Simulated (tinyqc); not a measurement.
Inside a calculation. Method: LDA (PW92) atom on a uniform radial grid, spin-unpolarised, for O(2+). Computed by tinyqc, a small Python program that keeps every step. Settings: Z = 8, points = 256, R = 7.0, functional = lda,pw, mixing = 0.6, iteration cap = 68. Command: `OMP_NUM_THREADS=1 python tinyqc.py 23586 23587 out.jsonl` (the two numbers bound the seeds that draw the settings). One thread of a shared host (Intel(R) Xeon(R) Processor @ 2.60GHz), about 0.6 s of CPU time with the checks. Later iterations appear only in the table of the cycle.

## Iteration 1

Spherical atom on a uniform radial grid r_j = j h with h = R/(N + 1), h sum u^2 = 1 and integrals as h times sums, u(0) = u(R) = 0 (atomic units):
```
parameter           value
Z                       8
points N              256
R                7.000000
h                0.027237
mixing           0.600000
electrons in 1s         2
electrons in 2s         2
electrons in 2p         2
```

Three-point differences turn -u''/2 + [l(l+1)/2r^2 - Z/r + V] u = e u into a tridiagonal matrix (diagonal 1/h^2 + potential, off-diagonal -1/2h^2). D = sum f u^2; the Hartree potential y/r solves y'' = -D/r with y(0) = 0, y(R) = N_e; v_xc comes from rho = D/(4 pi r^2); E = sum f e - int D V + int D (V_H/2 + eps_xc); V(new) = V + mixing (V_H + v_xc - V).

eigenvalues (hartree): 1s -31.628919, 2s -7.976400, 2p -8.007971

Every 16th grid point:
```
r             V in     u(1s)      u(2s)     u(2p)         D        V_H       v_xc
0.435798  0.000000  0.613098  -0.899878  1.229061  5.392525  10.885739  -1.378793
0.871595  0.000000  0.038564  -1.063041  0.857784  3.734674   6.682703  -0.791725
1.307393  0.000000  0.001819  -0.476682  0.337134  0.681775   4.577657  -0.363730
1.743191  0.000000  0.000076  -0.157636  0.104743  0.071640   3.441381  -0.154826
2.178988  0.000000  3.00e-06  -0.044700  0.028609  0.005633   2.753545  -0.063404
2.614786  0.000000  1.13e-07  -0.011546  0.007203  0.000370   2.294642  -0.024955
3.050584  0.000000  4.15e-09  -0.002801  0.001714  0.000022   1.966837  -0.009421
3.486381  0.000000  1.49e-10  -0.000650  0.000392  1.15e-06   1.720982  -0.003426
3.922179  0.000000         0  -0.000146  0.000087  5.74e-08   1.529762  -0.001209
4.357977  0.000000         0  -0.000032  0.000019  2.72e-09   1.376786  -0.000417
4.793774  0.000000         0  -0.000007  3.96e-06  1.23e-10   1.251623  -0.000142
5.229572  0.000000         0  -1.42e-06  8.24e-07         0   1.147321  -0.000048
5.665370  0.000000         0  -2.95e-07  1.69e-07         0   1.059066   0.000000
6.101167  0.000000         0  -6.01e-08  3.43e-08         0   0.983418   0.000000
6.536965  0.000000         0  -1.18e-08  6.67e-09         0   0.917857   0.000000
6.972763  0.000000         0  -4.44e-10  2.51e-10         0   0.860491   0.000000
```

total energy = -68.54929436 hartree

## Iteration 2

As before.

eigenvalues (hartree): 1s -23.247886, 2s -3.892069, 2p -3.453447

Every 16th grid point:
```
r             V in     u(1s)      u(2s)     u(2p)         D       V_H       v_xc
0.435798  5.704168  0.679778  -0.636165  0.949321  3.536029  9.833683  -1.205503
0.871595  3.534587  0.057708  -1.072308  0.973014  4.199860  6.376797  -0.821442
1.307393  2.528356  0.003914  -0.697268  0.604457  1.703132  4.525365  -0.481823
1.743191  1.971933  0.000244  -0.345385  0.307400  0.427571  3.434335  -0.264943
2.178988  1.614085  0.000014  -0.149985  0.140373  0.084400  2.752694  -0.142290
2.614786  1.361812  8.38e-07  -0.060297  0.059968  0.014464  2.294544  -0.075377
3.050584  1.174449  4.76e-08  -0.023045  0.024486  0.002261  1.966826  -0.039362
3.486381  1.030534  2.66e-09  -0.008498  0.009676  0.000332  1.720981  -0.020230
3.922179  0.917132  1.48e-10  -0.003051  0.003729  0.000046  1.529762  -0.010232
4.357977  0.825821         0  -0.001073  0.001409  0.000006  1.376786  -0.005100
4.793774  0.750889         0  -0.000371  0.000524  8.24e-07  1.251623  -0.002511
5.229572  0.688364         0  -0.000127  0.000192  1.06e-07  1.147321  -0.001224
5.665370  0.635440         0  -0.000043  0.000070  1.33e-08  1.059066  -0.000591
6.101167  0.590051         0  -0.000014  0.000025  1.62e-09  0.983418  -0.000282
6.536965  0.550714         0  -4.27e-06  0.000008  1.63e-10  0.917857  -0.000126
6.972763  0.516295         0  -2.02e-07  3.85e-07         0  0.860491   0.000000
```

total energy = -71.52822768 hartree

## Convergence

Stop when input and output potentials agree to 1e-7.

Course of the cycle (hartree):
```
iteration             E       e(1s)      e(2s)      e(2p)  largest |V(out) - V(in)|
1          -68.54929436  -31.628919  -7.976400  -8.007971                  1.74e+01
2          -71.52822768  -23.247886  -3.892069  -3.453447                  4.87e+00
3          -71.85438753  -20.847735  -2.666678  -2.154939                  1.23e+00
4          -71.87476492  -20.231148  -2.297837  -1.777768                  3.13e-01
5          -71.87570952  -20.073179  -2.181134  -1.661152                  8.90e-02
6          -71.87576378  -20.028023  -2.140989  -1.621632                  2.91e-02
7          -71.87576923  -20.013281  -2.126249  -1.607243                  1.05e-02
8          -71.87577001  -20.007983  -2.120635  -1.601785                  4.01e-03
9          -71.87577013  -20.005973  -2.118459  -1.599674                  1.57e-03
10         -71.87577015  -20.005191  -2.117609  -1.598849                  6.20e-04
11         -71.87577015  -20.004883  -2.117275  -1.598526                  2.45e-04
12         -71.87577015  -20.004761  -2.117145  -1.598399                  9.64e-05
13         -71.87577015  -20.004713  -2.117093  -1.598349                  3.80e-05
14         -71.87577015  -20.004694  -2.117073  -1.598330                  1.50e-05
15         -71.87577015  -20.004686  -2.117065  -1.598322                  5.92e-06
16         -71.87577015  -20.004683  -2.117062  -1.598319                  2.34e-06
17         -71.87577015  -20.004682  -2.117061  -1.598318                  9.21e-07
18         -71.87577015  -20.004682  -2.117060  -1.598317                  3.64e-07
19         -71.87577015  -20.004681  -2.117060  -1.598317                  1.44e-07
20         -71.87577015  -20.004681  -2.117060  -1.598317                  5.72e-08
```

Converged in 20 iterations. A uniform grid resolves the cusp poorly: for a bare nucleus this grid gives 1s at -31.62892 against -Z^2/2 = -32 hartree. Before convergence this energy mixes input and output and is not variational, so it may rise towards its limit.
